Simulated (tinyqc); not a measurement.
Exciton in a hard-walled quantum well (variational): one step. The form factor. Two cases, with inputs chosen for the exercise.

Problem. F at k = 0.5/a*, 1/a*, 2/a*, 4/a* and 8/a*.

Electron and hole in the lowest states cos(pi z/L) of a hard-walled well; relative motion in the plane exp(-rho/lam). E(lam) = c/(mu lam^2) - (q/eps) <1/r>, <1/r> = integral over k from 0 to infinity of F(kL) (1 + (k lam/2)^2)^(-3/2), F(x) = [3x + 8 pi^2/x - 32 pi^4 (1 - exp(-x))/(x^2 (x^2 + 4 pi^2))]/(x^2 + 4 pi^2); c = hbar^2/2m0, q = e^2/(4 pi eps0). E is counted from the subband edge.

Case 1.

Values chosen (out of a larger set: near those of Ge at its direct gap; not measured data): L = 83 angstrom (well width).

a* = 289.2731 angstrom

Case 2.

Values chosen (out of a larger set: near those of GaAs; not measured data): L = 41 angstrom (well width).
a* = 138.6097 angstrom

Give: Form factor.

Solution.

Case 1.

Form factor:
```
k a*     k L       F
0.5   0.1435  0.9710
1.0   0.2869  0.9433
2.0   0.5739  0.8914
4.0   1.1477  0.8001
8.0   2.2954  0.6569
```

Case 2.

Form factor:
```
k a*     k L       F
0.5   0.1479  0.9701
1.0   0.2958  0.9416
2.0   0.5916  0.8883
4.0   1.1832  0.7950
8.0   2.3664  0.6494
```

Computed by tinyqc, one run a case: `OMP_NUM_THREADS=1 python tinyqc.py N N+1 out.jsonl` with N = 1281825, 1282709; one thread of a shared Intel(R) Xeon(R) Processor @ 2.30GHz, about 0.02 s a run at most.
